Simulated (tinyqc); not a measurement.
# Heisenberg magnet: exchange from energy differences, ordering vector, linear spin waves and ordering temperature, step by step

A worked calculation. Computed by tinyqc, a small Python program that keeps every step. Command: `OMP_NUM_THREADS=1 python tinyqc.py 3012036 3012037 out.jsonl magnon walk`. One thread of a shared host (Intel(R) Xeon(R) Processor @ 2.30GHz), about 0.02 s of CPU time with the checks. Intermediate numbers are printed to about 7 digits and carried at full precision; extremes and crossings named in words are read from the listed rows.

H = -sum over pairs <ij> J_ij S_i.S_j - K sum_i (S_i^z)^2, each pair once, J > 0 ferromagnetic. First neighbours: 4 at a (1, 0), second: 4 at a (1, 1), with all permutations and signs.

Inputs (values chosen for the exercise, for a model magnet): exchange J1 = 1.44 meV; exchange J2 = 0.39 meV; spin S = 1.5; single-ion anisotropy K = 0.096 meV; lattice constant a = 4.65 angstrom; mesh divisions n = 60; temperature T = 32 K.

Lattice: square. Order: ferromagnetic.

wave vector q (2 pi/a): [0.25, 0.056]

Constants: h x 1 THz = 4.135667696 meV; k_B = 8.617333262e-05 eV/K.

## Energies of ordered states

J(q) = J1 g1(q) + J2 g2(q), g_s(q) = sum over shell s of cos(q.R). A classical spiral or collinear state of wave vector Q has the exchange energy -(S^2/2) J(Q) per site.

States, Q in 2 pi/a:
```
Q             g1  g2  energy (meV/site)
G (0, 0)       4   4             -8.235
X (0.5, 0)     0  -4              1.755
M (0.5, 0.5)  -4   4              4.725
```

The lowest of these is G (0, 0), 9.990 meV per site below X (0.5, 0).

## Back from energy differences to J1 and J2

Subtract the first row of the table from the second and third: dE = -(S^2/2)(dg1 J1 + dg2 J2), two equations for two unknowns, as in mapping total energies onto a spin model.

coefficients, columns J1, J2:
```
[[4.5, 9.0],
 [9.0, 0.0]]
```

energy differences (meV/site): [9.99, 12.96]

J1, J2 (meV): [1.44, 0.39]

## Magnon energy at q

g_s(q) = sum over shell s of cos(q.R), z1 = g1(0). E(q) = S [J(0) - J(q)] + (2S - 1) K, J(q) = J1 g1 + J2 g2. The factor 2S - 1 removes the anisotropy for S = 1/2.

g1(q) = 1.877468

g2(q) = 0

E(q) = 7.116670 meV

frequency = 1.720803 THz

## Long waves and the gap

sum R_x^2 over the shells is s1 = 2 a^2 and s2 = 4 a^2. E = gap + D q^2 with D = (S/2)(J1 s1 + J2 s2) and gap = (2S - 1) K.

stiffness D = 72.00293 meV angstrom^2

gap = 0.192 meV

## Dispersion

The formulas are those given above.

Energies (meV); X = (0.5, 0), M = (0.5, 0.5) in 2 pi/a:
```
line  fraction of the way      E(q)  gap + D q^2
G-X                  0.10   0.51796      0.52066
G-X                  0.25   2.14267      2.24611
G-X                  0.50   6.85200      8.40845
G-X                  0.75  11.56133     18.67900
G-X                  1.00  13.51200     33.05778
G-M                  0.10   0.83832      0.84932
G-M                  0.25   3.89260      4.30022
G-M                  0.50  11.17200     16.62489
G-M                  0.75  16.11140     37.16601
G-M                  1.00  17.47200     65.92357
```

At the end of the G-X rows the long-wave form is 2.45 times the true energy. At the end of the G-M rows the long-wave form is 3.77 times the true energy. It holds to 5 % in 3 of the ten rows; nearer the zone boundary the cosine flattens the band.

## Loss of moment

Mesh: q = sum_i (m_i + 1/2)/n b_i, m_i = 0..n-1, b = [[1, 0], [0, 1]] in 2 pi/a; <..> is the mean over the mesh. n = 1/(exp(E/(k_B T)) - 1); no zero-point loss; thermal loss <n>; moment = S less the losses.

zero-point loss = 0

thermal loss = 0.1969302

moment <S^z> = 1.303070

The thermal loss is 13.13 % of S.

## Ordering temperature

K left out. Mean field: k_B T = S (S + 1) J(Q)/3 at the ordering vector Q; random-phase (Tyablikov): k_B T = [S (S + 1)/3] / <1/(J(Q) - J(q))>, which diverges in two dimensions and gives 0; Curie-Weiss theta = S (S + 1) J(0)/(3 k_B).

mean-field ordering temperature = 106.1813 K

random-phase ordering temperature = 0 K

Curie-Weiss temperature = 106.1813 K

Checks made by the program: the long-wave formula against the dispersion (relative difference 3e-06).
